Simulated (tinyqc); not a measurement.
Pressure series at fixed power: global model of a low-pressure process discharge: electron temperature, density, ion flux and ion energy. Computed by tinyqc, a small Python program. Command: `OMP_NUM_THREADS=1 python tinyqc.py 3110084 3110085 out.jsonl plasma walk`. One thread of a shared host (Intel(R) Xeon(R) Processor @ 2.30GHz), about 0.01 s of CPU time with the checks.

Maxwellian electrons with temperature T_e in eV, one positive ion, no negative ions, uniform bulk density n; rate constants have the Arrhenius form.

Inputs (values chosen for the exercise, of the order of those of an inductive discharge in a simple atomic gas):
```
quantity                      value   unit
ion mass M                       28      u
ionisation prefactor K0     3.4e-14  m^3/s
ionisation energy E_iz         17.3     eV
excitation prefactor X0     1.2e-14  m^3/s
excitation energy E_ex         10.1     eV
elastic rate constant K_el    7e-14  m^3/s
ion-neutral cross section     7e-19    m^2
gas temperature T_g             300      K
radius R                         15     cm
height L                         10     cm
absorbed power P               2900      W
```

Constants: k_B = 1.380649e-23 J/K; e = 1.602176634e-19 C; u = 1.6605390666e-27 kg; m_0 = 9.1093837015e-31 kg.

Method:
- n_g = p/(k_B T_g), lambda_i = 1/(n_g sigma), K_iz = K0 exp(-E_iz/T_e), h_L = 0.86/sqrt(3 + L/(2 lambda_i)), h_R = 0.8/sqrt(4 + R/lambda_i), A_eff = 2 pi R^2 h_L + 2 pi R L h_R and d_eff = pi R^2 L/A_eff follow p.
- Particle balance: K0 exp(-E_iz/T_e) n_g d_eff = u_B, u_B = sqrt(e T_e/M).
- E_c = E_iz + (X0 exp(-E_ex/T_e) E_ex + K_el (3 m_0/M) T_e)/K_iz; E_T = E_c + (5/2) T_e + (T_e/2) ln(M/(2 pi m_0)); n = P/(e u_B A_eff E_T); J = e h_L n u_B. Pressures without a root below 2 E_iz are left out.

Against pressure:
```
p (Pa)  T_e (eV)  E_c (eV)  E_T (eV)  n (1/cm^3)  J (mA/cm^2)
0.1       6.7065     27.74     74.69  5.5092e+11       18.610
0.2       4.8699     32.96     67.05  8.1178e+11       21.158
0.5       3.5532     44.40     69.28  1.1723e+12       21.027
1.0       2.9305     59.03     79.54  1.4366e+12       18.589
2.0       2.4837     82.33     99.72  1.6568e+12       14.971
5.0       2.0614    135.59    150.03  1.8351e+12       10.018
10.0      1.8252    204.36    217.14  1.8783e+12        6.939
20.0      1.6375    314.46    325.92  1.8547e+12        4.629
```

What follows from these numbers?

T_e falls from 6.71 to 1.64 eV, n changes by a factor 3.4 and J by 0.25; in J = P h_L/(A_eff E_T), E_T changes by a factor 4.36 and is least at 0.2 Pa, between wall losses at high T_e and excitation losses at low T_e.

Extremes, crossings and ranges named in words are read from the listed rows.
